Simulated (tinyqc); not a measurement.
# From weight Z of n = 0 in mode b back to coupling g

Model: Holstein polaron on two sites. Computed by tinyqc, a small Python program. Command: `OMP_NUM_THREADS=1 python tinyqc.py 3028940 3028941 out.jsonl holstein inv`. One thread of a shared host (Intel(R) Xeon(R) Processor @ 2.30GHz), about 0.07 s of CPU time with the checks.

One electron on sites 1 and 2: H = -t (c1+ c2 + c2+ c1) + hbar omega sum_i b_i+ b_i - g hbar omega sum_i n_i (b_i + b_i+). The symmetric phonon shifts the energy by -g^2 hbar omega/2 and drops out; with b = (b_1 - b_2)/sqrt(2) there remains H = -t sigma_x + hbar omega b+ b - (g hbar omega/sqrt(2)) sigma_z (b + b+). Parity splits it into blocks p = +1 and -1 over phonon numbers n. Zero-point energies are left out. Weights Z refer to mode b alone; the displaced symmetric mode multiplies the full zero-phonon weight by exp(-g^2/2).

Inputs (values chosen for the exercise, for a model dimer): hopping t = 90 meV; phonon energy hbar omega = 68.9 meV.

Method. Block p: H_nn = n hbar omega - p t (-1)^n - g^2 hbar omega/2, H_(n,n+1) = -(g hbar omega/sqrt(2)) sqrt(n + 1). Use 60 levels in both blocks; Z = c_0^2 is the weight of n = 0 in the ground state c; the splitting is the lowest odd level less the lowest even one, which without coupling is the smaller of 2t and hbar omega; <sigma_x> = sum (-1)^n c_n^2 measures the kinetic energy.

Task: A run gave the result below. Find the coupling g, known to lie between 2.8 and 3.5.

weight Z of n = 0 in mode b = 0.01240216

Result:

Each step takes the trial c = (a f_b - b f_a)/(f_b - f_a), f being the result less the target and a, b, c the logarithms of the listed values; c replaces end b, the old b replaces a if the sign of f changed, and otherwise f_a is halved.

Scan of the range:
```
coupling g,weight Z of n = 0 in mode b
2.80,0.0338315
2.91,0.0236466
3.02,0.0164155
3.13,0.0113101
3.25,0.0074630
3.37,0.0048731
3.50,0.0030328
```

False position (Illinois rule, in the logarithm of the input) inside the bracket:
```
step,end a,end b,trial,weight Z of n = 0 in mode b
1,3.02000,3.13000,3.10614,0.0122703
2,3.02000,3.10614,3.10076,0.0124972
3,3.10614,3.10076,3.10301,0.0124017
4,3.10076,3.10301,3.10300,0.0124022
5,3.10076,3.10300,3.10300,0.0124022
6,3.10300,3.10300,3.10300,0.0124022
```

weight Z of n = 0 in mode b falls at every point of a 13-point scan of the range (every second point is shown), so one value fits; it is bracketed by 3.02 and 3.13. Answer: coupling g = 3.103.
